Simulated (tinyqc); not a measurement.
Haynes-Shockley experiment: drift, diffusion and decay of a minority-carrier pulse: one step, computed by the program tinyqc.

A thin sheet of excess carriers is made at x = 0, t = 0 in a long uniform bar; injection is low, so the pulse moves with the minority mobility.

Task: Shape in time. dn(x, t) = N0/sqrt(4 pi D t) exp(-(x - v t)^2/(4 D t) - t/tau). Times are 0.7, 0.8, 0.9, 0.95, 1, 1.05, 1.1, 1.2 and 1.4 t_p.

Inputs (values chosen for the exercise, modelled on electrons in p-type germanium in a lightly doped bar):

| quantity | value | unit |
|---|---|---|
| lifetime tau | 170 | microsecond |
| temperature T | 300 | K |
| distance d to the collector | 0.79 | cm |
| injected sheet density N0 | 3.8e+10 | 1/cm^2 |

time of the peak t_p = 18.47088 microsecond

D = 110.1295 cm^2/s

drift velocity v = 42600 cm/s

peak density = 2.129460e+11 1/cm^3

Give: the table «Signal at d» with the columns t (microsecond), dn (1/cm^3), dn/peak, for t/t_p = 0.70, 0.80, 0.90, 0.95, 1.00, 1.05, 1.10, 1.20, 1.40.

Result:

Signal at d:

| t/t_p | t (microsecond) | dn (1/cm^3) | dn/peak |
|---|---|---|---|
| 0.70 | 12.9 | 1.14e+07 | 5.36e-05 |
| 0.80 | 14.8 | 4.65e+09 | 2.19e-02 |
| 0.90 | 16.6 | 9.11e+10 | 4.28e-01 |
| 0.95 | 17.5 | 1.74e+11 | 8.18e-01 |
| 1.00 | 18.5 | 2.13e+11 | 1.00e+00 |
| 1.05 | 19.4 | 1.78e+11 | 8.34e-01 |
| 1.10 | 20.3 | 1.06e+11 | 4.99e-01 |
| 1.20 | 22.2 | 1.67e+10 | 7.82e-02 |
| 1.40 | 25.9 | 3.43e+07 | 1.61e-04 |

At 0.9 and 1.1 t_p the signal is 0.428 and 0.499 of its peak: the trailing side is the wider one.
